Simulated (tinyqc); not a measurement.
Carrier lifetime of a p-type layer with SRH, radiative, Auger and surface recombination: lifetime against injection.

Uniform excess density dn = dp (no trapping), n = n0 + dn, p = p0 + dn, Boltzmann statistics, full ionisation. Surfaces enter as a rate 2 S dn/d, which holds while diffusion to them is fast.

ni = sqrt(Nc Nv) exp(-Eg/(2 Vt)), Eg in volts; majority density N/2 + sqrt(N^2/4 + ni^2), n0 p0 = ni^2; n1 = Nc exp(-Et/Vt), p1 = Nv exp((Et - Eg)/Vt); tn0 = 1/(sn vth Nt), tp0 = 1/(sp vth Nt). With e = n p - ni^2 = dn (n0 + p0 + dn): U_SRH = e/(tp0 (n + n1) + tn0 (p + p1)), U_rad = B e, U_Aug = (Cn n + Cp p) e, U_s = 2 S dn/d. Each tau is dn over its rate; tau = dn/U with U the sum.

Parameters, values chosen for the exercise; band and dielectric values those of a made-up semiconductor: temperature T = 250 K; band gap Eg = 3.47 eV; conduction-band density of states at T Nc = 1.45e19 cm^-3; valence-band density of states at T Nv = 2.09e19 cm^-3; radiative coefficient B = 1.53e-12 cm^3/s; acceptor density N = 1.4e15 cm^-3; Auger coefficient (two electrons) Cn = 3.7e-31 cm^6/s; Auger coefficient (two holes) Cp = 1.1e-31 cm^6/s; trap density Nt = 2e11 cm^-3; capture cross-section for electrons sn = 1e-16 cm^2; capture cross-section for holes sp = 2e-15 cm^2; thermal velocity (both carriers) vth = 1.1e7 cm/s; trap level below the conduction band Et = 1.84 eV; surface recombination velocity (both faces) S = 400 cm/s; sample thickness d = 7 um.

Constants: q = 1.602176634e-19 C, kB = 1.380649e-23 J/K, Vt = kB T/q. Results are converted to the units shown.

The same in every row: tau_s (s) = 8.750e-7.

Result of one run:
```
tau_SRH (s)  tau_rad (s)  tau_Aug (s)   tau (s)  radiative share (%)  largest path
0.004547        4.635e-4        4.466  8.732e-7               0.1884       surface
```

Which excess density dn gave this result: 1e13, 1e14, 1e17, 1e18 or 1e19 cm^-3?

dn = 1e13 cm^-3.

The whole series:
```
dn (cm^-3)  tau_SRH (s)  tau_rad (s)  tau_Aug (s)   tau (s)  radiative share (%)  largest path
1e11           0.004545     4.668e-4        4.636  8.732e-7               0.1871       surface
1e12           0.004546     4.665e-4        4.621  8.732e-7               0.1872       surface
1e13           0.004547     4.635e-4        4.466  8.732e-7               0.1884       surface
1e14           0.004561     4.357e-4        3.300  8.731e-7               0.2004       surface
1e15           0.004640     2.723e-4       0.6572  8.720e-7               0.3202       surface
1e16           0.004745     5.733e-5      0.01771  8.616e-7                1.503       surface
1e17           0.004770     6.446e-6     2.048e-4  7.674e-7                11.91       surface
1e18           0.004772     6.527e-7     2.080e-6  3.169e-7                48.55     radiative
1e19           0.004773     6.535e-8     2.083e-8  1.552e-8                23.74         Auger
```

Surface recombination leads at dn = 1e11, radiative from 1e18, Auger from 1e19 on. The total lifetime falls from 8.73e-7 to 1.55e-8 s. tau_SRH goes from 0.00455 s (low-injection limit 0.00455 s) to 0.00477 s (high-injection limit tn0 + tp0 = 0.00477 s). Between the last two rows tau_rad goes as dn^(-1.00) and tau_Aug as dn^(-2.00); the radiative share goes from 0.187 through a maximum of 48.5 (at dn = 1e18 among the rows listed) to 23.7 %. For dn = 1e19 the carriers are degenerate, where B and the Auger coefficients no longer stay constant.

Numbers from tinyqc (`OMP_NUM_THREADS=1 python tinyqc.py 2300116 2300117 out.jsonl`; about 0.01 s on one thread of a shared Intel Xeon 2.30GHz).
